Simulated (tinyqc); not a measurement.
Weibull analysis of times to dielectric breakdown, with area scaling: two steps of the calculation.

Breakdown times follow F(t) = 1 - exp(-(t/t63)^beta). The 12 times below were drawn at random from beta = 0.9, t63 = 2200 s and are treated as data; all samples failed.

Inputs (values chosen for the exercise):
```
symbol,value,unit,meaning
t63,2200,s,characteristic time of a test capacitor
beta,0.9,,Weibull slope
```

Problem 1. Straight-line fit. Least squares of W on ln t: beta = sum (x - mean x)(W - mean W)/sum (x - mean x)^2 with x = ln t, and ln t63 = mean x - mean W/beta.

```
i	W	ln t
1	-2.8454583	5.2729996
2	-1.9142476	5.5984220
3	-1.4041708	6.1696107
4	-1.0374040	6.5638555
5	-0.7413376	7.1467722
6	-0.4851758	7.8359746
7	-0.2520186	7.9373747
8	-0.0303211	7.9827577
9	0.1900943	8.2214789
10	0.4216302	8.6741969
11	0.6866603	9.1027552
12	1.0558340	9.4334839
```

Wanted: beta; t63.

Solution 1.

beta = 0.82292
t63 = 3424.1 s

beta is 8.6 % below the value that made the data and t63 56 % above it.

Problem 2. Likelihood estimate of beta. Maximum likelihood: a(beta) = 1/beta with a = sum t^beta ln t/sum t^beta - mean ln t. Newton step: beta(new) = beta - [a - 1/beta]/[v + 1/beta^2], v the variance of ln t under the weights t^beta.

t, i 1 to 12 (s): 195  270  478  709  1270  2530  2800  2930  3720  5850  8980  12500
beta after iteration 1 = 0.90229501

Find: beta after iteration 2.

Solution 2.

beta after iteration 2 = 0.9095

Numbers from tinyqc (`OMP_NUM_THREADS=1 python tinyqc.py 2070012 2070013 out.jsonl`; about 0.01 s on one thread of a shared Intel Xeon 2.30GHz).
